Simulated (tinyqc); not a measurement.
# Inputs raised by 10 %, one at a time

Model: configuration-coordinate model of a defect: Huang-Rhys factor and luminescence line shape. Computed by tinyqc, a small Python program. Command: `OMP_NUM_THREADS=1 python tinyqc.py 3027360 3027361 out.jsonl ccline sens`. One thread of a shared host (Intel(R) Xeon(R) Processor @ 2.30GHz), about 0.05 s of CPU time with the checks.

Ground state E_g(Q) = (1/2) omega_g^2 Q^2; excited state E_e(Q) = E_0 + (1/2) omega_e^2 (Q - dQ)^2 with omega_e = omega_g and E_0 = E_ZPL. Q is mass-weighted; the dipole does not depend on Q (Condon approximation).

Inputs (values chosen for the exercise, for a model defect):
```
quantity                          value              unit
zero-phonon energy E_ZPL           1.14                eV
displacement dQ                       2  u^(1/2) angstrom
ground-state phonon hbar omega_g   25.8               meV
temperature T                       400                 K
refractive index n_r               2.39                 -
transition dipole mu                1.9        e angstrom
quenching prefactor nu_0          2e+12               1/s
```

Modes: equal frequencies in both states.

Constants: hbar^2/u = 4.18015928e-03 eV angstrom^2; k_B = 8.617333262e-05 eV/K; hbar = 6.582119569e-16 eV s; e = 1.602176634e-19 C; eps_0 = 8.8541878128e-12 F/m; hbar = 1.054571817e-34 J s; c = 299792458 m/s.

Method:
- S = hbar omega dQ^2/(2 hbar^2/u) for each state; relaxation energy S hbar omega; absorption at E_0 + S_e hbar omega_e, emission at E_0 - S_g hbar omega_g; the Stokes shift is their difference.
- Overlaps <m_e|n_g> of harmonic-oscillator functions (Hermite recursion, positive leading coefficients) by a sum over an even grid (700 points from x = -9 to 9 + d for the small table, 1500 points from -16 to 16 + d for the thermal sums), with x = Q sqrt(omega_g/hbar), d = sqrt(2 S_g) and frequency ratio omega_e/omega_g.
- Initial levels m = 0..24 carry Boltzmann weights exp(-m hbar omega_e/k_B T), normalised; final levels n = 0..79; a line lies at E_ZPL + m hbar omega_e - n hbar omega_g with weight w_m <m|n>^2. Moments are taken over these weights without the E^3 factor; FWHM = 2 sqrt(2 ln 2) x standard deviation; the zero-phonon weight is the sum of w_m <m|m>^2.
- The curves cross at the root Q_c nearest dQ; the barrier is (1/2) omega_e^2 (Q_c - dQ)^2, with (1/2) omega^2 = (hbar omega)^2/(2 hbar^2/u). k_r = n_r omega^3 mu^2/(3 pi eps_0 hbar c^3) at the vertical emission energy, without local-field correction; k_nr = nu_0 exp(-barrier/k_B T) (Mott-Seitz); yield = k_r/(k_r + k_nr); T_1/2 = barrier/(k_B ln(nu_0/k_r)).

Runs; columns: (1) input moved; (2) from; (3) to; (4) Stokes shift (eV); (5) FWHM from the second moment (eV); (6) zero-phonon weight; (7) quenching temperature T_1/2 (K):
```
(1)                                      (2)    (3)      (4)      (5)        (6)     (7)
base run                                   -      -  0.63695  0.35690  0.0071930  529.57
displacement dQ (u^(1/2) angstrom)         2    2.2  0.77071  0.39259  0.0040455  361.37
ground-state phonon hbar omega_g (meV)  25.8  28.38  0.77071  0.39439  0.0044938  361.37
zero-phonon energy E_ZPL (eV)           1.14  1.254  0.63695  0.35690  0.0071930  710.60
temperature T (K)                        400    440  0.63695  0.37289  0.0083854  529.57
transition dipole mu (e angstrom)        1.9   2.09  0.63695  0.35690  0.0071930  538.41
refractive index n_r                    2.39  2.629  0.63695  0.35690  0.0071930  533.95
```

Exponents ln(y'/y) / ln(x'/x):
```
input                             Stokes shift  FWHM from the second moment  zero-phonon weight  quenching temperature T_1/2
displacement dQ                              2                        1.000              -6.038                       -4.010
ground-state phonon hbar omega_g             2                        1.048              -4.935                       -4.010
zero-phonon energy E_ZPL                     0                        0.000               0.000                        3.085
temperature T                                0                        0.460               1.609                        0.000
transition dipole mu                         0                        0.000               0.000                        0.174
refractive index n_r                         0                        0.000               0.000                        0.086
```

Which inputs matter most for each result?

Among the inputs moved here: Stokes shift answers most in size to displacement dQ (exponent +2.000), and about equally to ground-state phonon hbar omega_g (+2.000); its exponent is below 0.0005 for zero-phonon energy E_ZPL, temperature T, transition dipole mu, refractive index n_r. Its exponent +2.000 in displacement dQ: relaxation energies go as omega^2 dQ^2. FWHM from the second moment answers most in size to ground-state phonon hbar omega_g (exponent +1.048), next to displacement dQ (+1.000); its exponent is below 0.0005 for zero-phonon energy E_ZPL, transition dipole mu, refractive index n_r. Its exponent +1.000 in displacement dQ: the width goes as sqrt(S). Its exponent +0.460 in temperature T: the classical limit. Zero-phonon weight answers most in size to displacement dQ (exponent -6.038), next to ground-state phonon hbar omega_g (-4.935); its exponent is below 0.0005 for zero-phonon energy E_ZPL, transition dipole mu, refractive index n_r. Quenching temperature T_1/2 answers most in size to displacement dQ (exponent -4.010), and about equally to ground-state phonon hbar omega_g (-4.010); its exponent is below 0.0005 for temperature T.

Caution (all rows): the band is wide against its energy, so the E^3 factor left out of the moments shifts the observed peak up. Caution (rows displacement dQ, ground-state phonon hbar omega_g): the barrier is below the relaxation energy of the excited state, so vertical excitation lands above the crossing and may bypass luminescence (Dexter-Klick-Russell rule).

Extremes, crossings and ranges named in words are read from the listed rows.
